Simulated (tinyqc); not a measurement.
What each form factor does: empirical-pseudopotential levels.

Empirical pseudopotential on the fcc lattice, atoms at +/- tau, tau = a (1,1,1)/8, no spin-orbit coupling. H(G,G') = c (2 pi/a)^2 |k + G|^2 delta + VS(q) cos(q.tau) + i VA(q) sin(q.tau), q = G - G', c = hbar^2/2m0; k and G in units of 2 pi/a; VS at |q|^2 = 3, 8, 11 and VA at 3, 4, 11, in rydberg, zero elsewhere. The basis is fixed: all 59 G with |G|^2 up to Gcut. Energies are counted from the fourth level at Gamma.

Constants: hbar^2/2m0 = 3.80998211 eV angstrom^2; Ry = 13.60569312 eV.

Inputs chosen for the exercise (near those of Si; shifted at random, so the results belong to these values and not to a real crystal): a = 5.427 angstrom (lattice constant); VS3 = -0.204 Ry; VS8 = 0.039 Ry; VS11 = 0.08 Ry; VA3 = 0 Ry; VA4 = 0 Ry; VA11 = 0 Ry; Gcut = 12 (2 pi/a)^2 (largest |G|^2 of the fixed basis).

Lowest empty singlet and triplet at Gamma and the valence width there (fixed basis); lowest empty level at X = (1,0,0) and L = (1/2,1/2,1/2) from the valence top, these levels and that top with all |k + G|^2 up to 21. Singlet and triplet count orbital degeneracy. VS3 is VS at |q|^2 = 3, and so on. The row for a keeps the form factors fixed, so it is no model of a real expansion, which changes them too.

One parameter was then changed.

Results before and after:
```
case,singlet (eV),triplet (eV),X (eV),L (eV),width (eV)
base,3.923,3.317,0.768,1.791,12.789
changed,4.406,3.262,0.853,2.021,12.723
```

Which of these changes was made? (a) VA4 = 0.03 Ry; (b) a = 5.481 angstrom; (c) VS8 = 0.049 Ry; (d) VS3 = -0.194 Ry; (e) VA11 = 0.03 Ry; (f) VA3 = 0.03 Ry; (g) VS11 = 0.09 Ry.

Answer: (c) VS8 = 0.049 Ry. Of the candidates, run in turn, only this one gives the changed row.

All candidates:
```
case,singlet (eV),triplet (eV),X (eV),L (eV),width (eV)
base,3.923,3.317,0.768,1.791,12.789
a = 5.481 angstrom,3.938,3.342,0.898,1.862,12.484
VS3 = -0.194 Ry,3.978,3.172,0.521,1.698,12.848
VS8 = 0.049 Ry,4.406,3.262,0.853,2.021,12.723
VS11 = 0.09 Ry,4.419,3.553,1.027,2.106,12.623
VA3 = 0.03 Ry,3.958,3.337,0.504,1.783,12.792
VA4 = 0.03 Ry,3.766,3.402,0.308,1.833,12.778
VA11 = 0.03 Ry,3.774,3.271,0.493,1.733,12.809
```

In a diamond crystal a small VA enters the levels at Gamma and L only in second order, by symmetry, but splits the degenerate pair at X in first order.

(tinyqc, `OMP_NUM_THREADS=1 python tinyqc.py 1050968 1050969 out.jsonl`, Intel(R) Xeon(R) Processor @ 2.30GHz, 1 thread, shared host, about 0.3 s.)
